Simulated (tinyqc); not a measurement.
From results back to parameters: BHZ model on a square lattice (one spin block). Three cases, with inputs chosen for the exercise.

Problem. Near Gamma E = -D k^2 -/+ sqrt(A^2 k^2 + (M - B k^2)^2), so the curvature of the upper band, E = |M| + c+ k^2, is c+ = -D + A^2/(2|M|) - B sign(M), and of the lower one c- = -D - A^2/(2|M|) + B sign(M). M and A are given; c+ and c- come from hidden B and D.

Case 1.

Values chosen (out of a larger set: of the size used for thin Bi2Se3 films; not measured data): A = 2.54 eV angstrom; M = -0.0452 eV (mass term).

c+, c- (eV angstrom^2): 57.267  -46.267

Case 2.

Values chosen (out of a larger set: of the size used for HgTe wells; not measured data): A = 3.38 eV angstrom; M = 0.0296 eV (mass term).

c+, c- (eV angstrom^2): 308.280  -214.880

Case 3.

Values chosen (out of a larger set: of the size used for InAs / GaSb double wells; not measured data): A = 0.66 eV angstrom; M = -0.0237 eV (mass term).

c+, c- (eV angstrom^2): -44.310  88.910

Find: D, B; order of the bands.

Solution. The mean of the curvatures is -D; half their difference is A^2/(2|M|) - B sign(M). The bands are inverted where M/B > 0.

Case 1.

D, B (eV angstrom^2): -5.5  -19.6

order of the bands: inverted

Case 2.

D, B (eV angstrom^2): -46.7  -68.6

order of the bands: normal

Case 3.

D, B (eV angstrom^2): -22.3  -75.8

order of the bands: inverted

Computed by tinyqc, one run a case: `OMP_NUM_THREADS=1 python tinyqc.py N N+1 out.jsonl` with N = 1452774, 1452798, 1452839; one thread of a shared Intel(R) Xeon(R) Processor @ 2.30GHz, about 0.1 s a run at most.
